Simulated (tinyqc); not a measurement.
Stretching all distances: RHF, UHF, MP2, CISD and CCSD against full CI in the sto-3g basis, for H3+, spin multiplicity 1. Computed by the program tinyqc with PySCF. Command: `OMP_NUM_THREADS=1 python tinyqc.py 111349 111350 out.jsonl`; one thread of a shared host (Intel(R) Xeon(R) Processor @ 2.60GHz), about 5 s.

Geometry (angstrom):
```
atom       x       y        z
H     0.0000  0.0000   0.0000
H     0.0000  0.0000   0.7750
H     0.0000  0.2090  -0.7460
```

All coordinates are multiplied by the scale. c0^2 is the weight of the RHF determinant in the lowest singlet FCI state (UHF is spin-contaminated and may lie near states of higher spin) and n(LUMO) the first natural occupation beyond the occupied space.

Full CI energy (hartree) and errors against it (kcal/mol):
```
scale   distance 1-2 (angstrom)     E(FCI)      RHF      UHF      MP2    CISD    CCSD  <S^2> UHF    c0^2  n(LUMO)
0.9700                   0.7518  -1.218931  15.7076  15.7076   5.0054  0.0000  0.0000     0.0000  0.9801   0.0356
1.1000                   0.8525  -1.235443  18.2957  18.2957   5.9370  0.0000  0.0000     0.0000  0.9735   0.0468
1.2300                   0.9533  -1.231629  21.0656  21.0656   6.8839  0.0000  0.0000     0.0000  0.9657   0.0595
1.3600                   1.0540  -1.216227  24.0846  23.8921   7.8570  0.0000  0.0000     0.0830  0.9565   0.0739
1.4900                   1.1547  -1.194332  27.4469  24.7184   8.8788  0.0000  0.0000     0.2926  0.9454   0.0902
1.6200                   1.2555  -1.169171  31.2448  23.9309   9.9654  0.0000  0.0000     0.4509  0.9322   0.1088
1.7500                   1.3562  -1.142935  35.5443  22.3116  11.1104  0.0000  0.0000     0.5728  0.9166   0.1299
1.8800                   1.4570  -1.117138  40.3709  20.3350  12.2737  0.0000  0.0000     0.6677  0.8983   0.1536
2.0100                   1.5577  -1.092789  45.7025  18.3014  13.3766  0.0000  0.0000     0.7418  0.8776   0.1795
```

UHF parts from RHF first at scale 1.36 of those listed, where <S^2> leaves zero. The weight c0^2 goes from 0.98 to 0.88 and n(LUMO) from 0.04 to 0.18: static correlation grows as the bonds break into open-shell fragments. The spread of the error along the curve, which distorts its shape, is CISD 0.0, CCSD 0.0, MP2 8.4, UHF 9.0, RHF 30.0 kcal/mol. With two electrons CISD and CCSD are exact.
